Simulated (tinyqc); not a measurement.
Minority-electron transport through the base of a bipolar transistor (Moll-Ross and Kroemer integrals): one step, computed by the program tinyqc.

Low injection, one dimension, x from the emitter edge (0) to the collector edge (W), s = x/W. Recombination is treated as a small correction (valid for tau_B well below tau_n), computed from the stored charge.

Task: Gain and speed. Emitter-limited gain beta_E = G_E/G_B; recombination-limited gain beta_R = tau_n/tau_B; 1/beta = 1/beta_E + 1/beta_R; f_T from the base alone = 1/(2 pi tau_B).

Inputs (values chosen for the exercise, modelled on SiGe): electron lifetime tau_n = 13 ns; emitter Gummel number G_E = 2.1e+14 s/cm^4; temperature T = 300 K.

Base doping profile: exponential. Gap grading: linear. Exit of the base: infinite sink.

base Gummel number G_B = 9.679604e+12 s/cm^4

base transit time tau_B = 26.30550 ps

Give: beta_E; beta_R; current gain beta; f_T from the base alone.

Result:

beta_E = 21.695

beta_R = 494.19

current gain beta = 20.783

f_T from the base alone = 6.0503 GHz

The gain is limited mainly by hole injection into the emitter (96 % of the base current).
